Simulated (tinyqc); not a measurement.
Punch-through p+-n junction, ionisation integral and breakdown: one step of the calculation.

A p+ layer at x < 0 and an n drift layer from x = 0 to L on an n+ substrate. Depletion approximation, built-in voltage neglected. Local ionisation coefficients alpha_n = an exp(-(bn/E)^mx), alpha_p = ap exp(-(bp/E)^mx). Electrons move towards +x, holes towards x = 0.

Question. Field and ionisation coefficients on a grid. W = sqrt(2 eps0 eps_r V/(q N)), peak field E0 = q N W/(eps0 eps_r), falling linearly to 0 at W; if W > L the layer is punched through: W = L, E0 = V/L + q N L/(2 eps0 eps_r), falling linearly to E1 = V/L - q N L/(2 eps0 eps_r). Grid: 13 equal steps from 0 to fr W.

Parameters, values chosen for the exercise; material values close to those of 4H silicon carbide:
- eps_r = 9.83 (relative permittivity)
- an = 1.81e8 1/cm (prefactor of the electron ionisation coefficient)
- bn = 3.39e7 V/cm (field constant for electrons)
- ap = 3.39e8 1/cm (prefactor of the hole ionisation coefficient)
- bp = 2.52e7 V/cm (field constant for holes)
- mx = 1 (exponent)
- N = 8.4e16 cm^-3 (donor density of the drift layer)
- L = 1 um (thickness of the drift layer)
- V = 223 V (reverse voltage)
- fr = 1 (share of the depleted width that the grid covers)

Constants: q = 1.602176634e-19 C, eps0 = 8.8541878128e-14 F/cm where lengths are in cm. Results are converted to the units shown.

Give: W; x; E; alpha_n; alpha_p.

Answer.

W = 1.0000 um

```
point  x (um)  E (kV/cm)  alpha_n (1/cm)  alpha_p (1/cm)
0      0.0000     3003.1          2266.1           76902
1      0.0769     2884.2          1422.7           54406
2      0.1538     2765.2          858.10           37362
3      0.2308     2646.3          494.57           24805
4      0.3077     2527.4          270.64           15845
5      0.3846     2408.4          139.54          9683.8
6      0.4615     2289.5          67.162          5622.9
7      0.5385     2170.5          29.835          3076.1
8      0.6154     2051.6          12.064          1569.2
9      0.6923     1932.6          4.3633          736.82
10     0.7692     1813.7          1.3811          313.32
11     0.8462     1694.8         0.37197          118.16
12     0.9231     1575.8        0.082184          38.463
13     1.0000     1456.9        0.014190          10.423
```

Program tinyqc, `OMP_NUM_THREADS=1 python tinyqc.py 2120056 2120057 out.jsonl`; Intel Xeon 2.30GHz, shared host, one thread, about 0.08 s.
